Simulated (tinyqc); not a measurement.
Plasmons of a degenerate electron gas in the random-phase approximation: one step. Where Landau damping starts. Four cases, with inputs chosen for the exercise.

Problem. Find qc at which the plasmon meets the top of the continuum, eps(qc, c (qc^2 + 2 qc kF)/m) = 0, and compare with Ep/(hbar vF).

Zero temperature, parabolic band: kF = (3 pi^2 n)^(1/3), EF = c kF^2/m, Ep^2 = 8 pi c e2 n/(m eb), qTF^2 = 6 pi e2 n/(eb EF), c = hbar^2/2m0, e2 = e^2/(4 pi eps0), n in 1/angstrom^3 (1e-24 per 1/cm^3).

Lindhard function: eps(q, E)/eb = 1 + (qTF/q)^2 (f1 + i f2) with z = q/(2 kF), u = E/(hbar vF q), hbar vF = 2 c kF/m; f1 = 1/2 + [h(z - u) + h(z + u)]/(8 z), h(x) = (1 - x^2) ln|(x + 1)/(x - 1)|; f2 = pi u/2 for z + u < 1, (pi/(8 z))(1 - (z - u)^2) for |z - u| < 1 < z + u, else 0. Pairs exist for c (q^2 - 2 q kF)/m < E < c (q^2 + 2 q kF)/m.

Constants: hbar^2/2m0 = 3.80998211 eV angstrom^2; e^2/(4 pi eps0) = 14.39964547 eV angstrom.

Case 1.

Values chosen (out of a larger set: a free-electron density near that of Al; not measured data):
- n = 1.84e+23 1/cm^3 (electron density)
- m = 1 m0 (mass)
- eb = 1 (background dielectric constant)

Case 2.

Values chosen (out of a larger set: mass and background constant near those of GaN; polar phonons, which mix with the plasmon in the real crystal, and the rise of the mass with filling are left out; not measured data):
- n = 4.6e+18 1/cm^3 (electron density)
- m = 0.2 m0 (mass)
- eb = 5.22 (background dielectric constant)

Case 3.

Values chosen (out of a larger set: mass and background constant near those of GaN; polar phonons, which mix with the plasmon in the real crystal, and the rise of the mass with filling are left out; not measured data):
- n = 3e+19 1/cm^3 (electron density)
- m = 0.195 m0 (mass)
- eb = 5.39 (background dielectric constant)

Case 4.

Values chosen (out of a larger set: a free-electron density near that of Na; not measured data):
- n = 2.67e+22 1/cm^3 (electron density)
- m = 1 m0 (mass)
- eb = 1 (background dielectric constant)

Give: qc; qc/kF; energy there; Ep/(hbar vF).

Solution.

Case 1.

qc = 1.297 1/angstrom
qc/kF = 0.737
energy there = 23.81 eV
Ep/(hbar vF) = 1.188 1/angstrom

The simple estimate is 0.916 times qc.

Case 2.

qc = 0.04200 1/angstrom
qc/kF = 0.816
energy there = 115.9 meV
Ep/(hbar vF) = 0.03976 1/angstrom

The simple estimate is 0.947 times qc.

Case 3.

qc = 0.06063 1/angstrom
qc/kF = 0.631
energy there = 299.6 meV
Ep/(hbar vF) = 0.05281 1/angstrom

The simple estimate is 0.871 times qc.

Case 4.

qc = 0.8678 1/angstrom
qc/kF = 0.938
energy there = 8.983 eV
Ep/(hbar vF) = 0.8612 1/angstrom

The simple estimate is 0.992 times qc.

Computed by tinyqc, one run a case: `OMP_NUM_THREADS=1 python tinyqc.py N N+1 out.jsonl` with N = 1650275, 1650733, 1650801, 1650938; one thread of a shared Intel(R) Xeon(R) Processor @ 2.30GHz, about 0.01 s a run at most.
